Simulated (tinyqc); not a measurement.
Worked calculation: LCCD on RHF in the sto-3g basis, for H3+, spin multiplicity 1. One step of it, computed by the program tinyqc.

Question. Iteration 6 (converged): orbitals. Diagonalise F' = X^T F X, C = X C', fill 1 alpha and 1 beta electrons from the bottom; D = 2 C_occ C_occ^T. Each column has its largest component positive (the first on a tie).

converged F (hartree), order 1H 1s, 2H 1s, 3H 1s:
```
[[-0.702861, -0.606667, -0.606704],
 [-0.606667, -0.606037, -0.437323],
 [-0.606704, -0.437323, -0.606055]]
```

X, order 1H 1s, 2H 1s, 3H 1s:
```
[[1.150260, -0.225980, -0.226007],
 [-0.225980, 1.090739, -0.082041],
 [-0.226007, -0.082041, 1.090754]]
```

Give: F' = X^T F X; orbital energies; coefficients C; D after iteration 6.

Answer.

F' = X^T F X (hartree):
```
[[-0.406, -0.345, -0.345],
 [-0.345, -0.406, -0.174],
 [-0.345, -0.174, -0.406]]
```

orbital energies (hartree): [-0.989, -0.232, 0.003]

coefficients C, order 1H 1s, 2H 1s, 3H 1s:
```
[[0.493, 0.000, 1.087],
 [0.402, 0.829, -0.631],
 [0.402, -0.829, -0.631]]
```

D after iteration 6, order 1H 1s, 2H 1s, 3H 1s:
```
[[0.487, 0.396, 0.396],
 [0.396, 0.323, 0.323],
 [0.396, 0.323, 0.323]]
```
